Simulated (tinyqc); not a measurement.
FinFET, parasitic resistance, capacitance and delay: two steps of the calculation.

Nf fins under one contact; each has gated perimeter p = 2 Hf + Wf and cross-section A = Hf Wf; contact width Wc = Nf pf, stack height Hs = Hf. Contact length Lc = CPP - Lg - 2 Lsp, shared by two neighbouring gates. Source and drain sides are equal. The formulas are first-order estimates, not field solutions.

Values chosen for this exercise; values close to those of silicon logic devices: number of fins Nf = 3; fin height Hf = 42 nm; fin width Wf = 6 nm; fin pitch pf = 30 nm; gate length Lg = 12 nm; spacer length Lsp = 6 nm; relative permittivity of the spacer ks = 4.5; gate height above the channel stack Hc = 15 nm; gate overlap Lov = 0.5 nm; inversion capacitance Cinv = 3.2 uF/cm^2; wire load Cw = 0.06 fF; supply voltage Vdd = 0.8 V.

Constants: eps0 = 8.8541878128e-12 F/m. Results are converted to the units shown.

Problem 1. Capacitances. With N fins: gate Cg = Cinv p N Lg; per side, plate Cp = ks eps0 [Wc (Hs + Hc) - N A]/Lsp, top fringe Cf = (2/pi) ks eps0 Wc ln(1 + Lg/(2 Lsp)), overlap Co = Cinv p N Lov. Cs = Cp + Cf + Co. An inverter of two such devices driving an equal one has the load CL = 2 (Cg + 2 Cs) + 4 Cs + Cw (its own drains counted twice for the Miller effect).

Find: Cg; Cp; Cf; Co; CL.

Solution 1.

Cg = 103.7 aF
Cp = 29.05 aF
Cf = 1.582 aF
Co = 4.320 aF
CL = 546.9 aF

The channel capacitance gives 37.9 % of CL, the parasitic parts 51.1 % and the wire 11.0 %.

Problem 2. Effective current, delay and energy. Ieff = (IH + IL)/2, delay CL Vdd/(2 Ieff), energy CL Vdd^2, with CL the load of an inverter that drives an equal one.

IH = I(Vdd, Vdd/2) = 559.76763 uA
IL = I(Vdd/2, Vdd), solved likewise = 217.53019 uA
CL = 546.94830 aF

Give: Ieff; delay; energy.

Solution 2.

Ieff = 388.6 uA
delay = 0.5629 ps
energy = 350.0 aJ

Computed by the program tinyqc: `OMP_NUM_THREADS=1 python tinyqc.py 2170068 2170069 out.jsonl`, one thread of a shared Intel Xeon 2.30GHz, about 0.03 s for the whole run.
